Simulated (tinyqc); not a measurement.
Gaps across the alloy: alloy A(1-x)B(x) by interpolation with bowing.

Each gap follows E(x) = (1 - x) E_A + x E_B - C x (1 - x); the lattice constant follows Vegard, a(x) = (1 - x) a_A + x a_B.

Constants: hc = 1239.841984 eV nm.

Values chosen for the exercise (A near AlAs, B near InAs; shifted at random, so the results belong to these values and not to a real crystal): a = (5.659, 6.057) angstrom (lattice constant of A, B); Eg = (3.078, 0.412) eV (gap at Gamma to the s-like level of A, B); EgX = (2.251, 1.426) eV (gap to the lowest valley along Gamma-X of A, B); EgL = (2.489, 1.136) eV (gap to L of A, B); C = (0.678, 0.04, 0.03) eV (bowing of the Gamma, X and L gaps).

Eleven compositions.

Gaps (eV):
```
x    a (angstrom)  Gamma      X      L  lowest  wavelength (nm)
0.0        5.6590  3.078  2.251  2.489       X              551
0.1        5.6988  2.750  2.165  2.351       X              573
0.2        5.7386  2.436  2.080  2.214       X              596
0.3        5.7784  2.136  1.995  2.077       X              621
0.4        5.8182  1.849  1.911  1.941   Gamma              671
0.5        5.8580  1.575  1.829  1.805   Gamma              787
0.6        5.8978  1.316  1.746  1.670   Gamma              942
0.7        5.9376  1.069  1.665  1.536   Gamma             1159
0.8        5.9774  0.837  1.585  1.402   Gamma             1482
0.9        6.0172  0.618  1.505  1.269   Gamma             2008
1.0        6.0570  0.412  1.426  1.136   Gamma             3009
```

The lowest valley changes at x = 0.369 (X to Gamma, gap 1.938 eV). The Gamma gap is monotonic, since its bowing (0.678 eV) is smaller than the difference of the end gaps (2.666 eV); at x = 0.5 bowing lowers it by C/4 = 0.170 eV.

Run: tinyqc, `OMP_NUM_THREADS=1 python tinyqc.py 1080994 1080995 out.jsonl`; Intel(R) Xeon(R) Processor @ 2.30GHz, one thread, shared host; about 0.01 s of CPU time with all checks.
